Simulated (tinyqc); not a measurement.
Mesh size and shift: special k points of the hexagonal lattice.

Lattice vectors in units of a: a1 = (1, 0), a2 = (-1/2, sqrt(3)/2); reciprocal vectors b_i with a_i . b_j = 2 pi delta_ij. Mesh: k = sum_i f_i b_i with f_i = (2 j_i + shift)/(2 N), j_i = 0 .. N-1. The point group of the lattice has 12 operations; only those that map the mesh onto itself are used.

A_m(k) = sum over the m-th star of lattice vectors R of cos(k . R), stars in order of length: m = 1: |R|^2 = 1, 6 vectors, such as (1, 1) in the basis a_i; m = 2: |R|^2 = 3, 6 vectors, such as (2, 1) in the basis a_i; m = 3: |R|^2 = 4, 6 vectors, such as (2, 2) in the basis a_i; m = 4: |R|^2 = 7, 12 vectors, such as (3, 2) in the basis a_i; m = 5: |R|^2 = 9, 6 vectors, such as (3, 3) in the basis a_i; m = 6: |R|^2 = 12, 6 vectors, such as (4, 2) in the basis a_i. The zone mean of every A_m is zero.

Test function, the lower band of a two-band insulator: E(k) = -sqrt(D^2 + (e0 - t A_1(k))^2).

Inputs chosen for the exercise:
- D = 1.01 eV (half gap term)
- t = 0.53 eV (coupling)
- e0 = 1.88 eV (offset)

Errors of the mean of E against the unshifted mesh with N = 96. The fifth column is |R|^2 of the shortest star with a non-zero mean.

Meshes:

| mesh | points | irreducible | operations | \|R\|^2 missed | error (meV) |
|---|---|---|---|---|---|
| 2 Gamma | 4 | 2 | 12 | 4.00 | -392.198 |
| 2 shifted | 4 | 2 | 4 | 4.00 | 146.043 |
| 3 Gamma | 9 | 3 | 12 | 9.00 | -57.930 |
| 3 shifted | 9 | 4 | 4 | 9.00 | 18.460 |
| 4 Gamma | 16 | 4 | 12 | 16.00 | 11.483 |
| 4 shifted | 16 | 6 | 4 | 16.00 | -3.939 |
| 5 Gamma | 25 | 5 | 12 | 25.00 | 8.164 |
| 5 shifted | 25 | 9 | 4 | 25.00 | -2.648 |
| 6 Gamma | 36 | 7 | 12 | 36.00 | -0.637 |
| 6 shifted | 36 | 12 | 4 | 36.00 | 0.187 |
| 8 Gamma | 64 | 10 | 12 | >36 | -0.084 |
| 8 shifted | 64 | 20 | 4 | >36 | 0.026 |
| 10 Gamma | 100 | 14 | 12 | >36 | 0.055 |
| 10 shifted | 100 | 30 | 4 | >36 | -0.018 |

reference mean = -2.35085 eV

What does the comparison show, and why?

The shifted mesh has the smaller error for 7 of 7 values of N and the larger for 0. The cheapest mesh within 1 meV is 6 Gamma, with 7 irreducible points. A mesh misses the lattice vectors N (n1 a1 + n2 a2 + ...); the half shift gives each the sign (-1)^(n1 + n2 + ...), so the 6 shortest ones add up to -2 in place of 6. The shift lowers the symmetry; it leaves more irreducible points for N = 3, 4, 5, 6, 8 and 10.

Program tinyqc; command `OMP_NUM_THREADS=1 python tinyqc.py 1651046 1651047 out.jsonl`; about 0.08 s on one thread of a shared Intel(R) Xeon(R) Processor @ 2.30GHz.
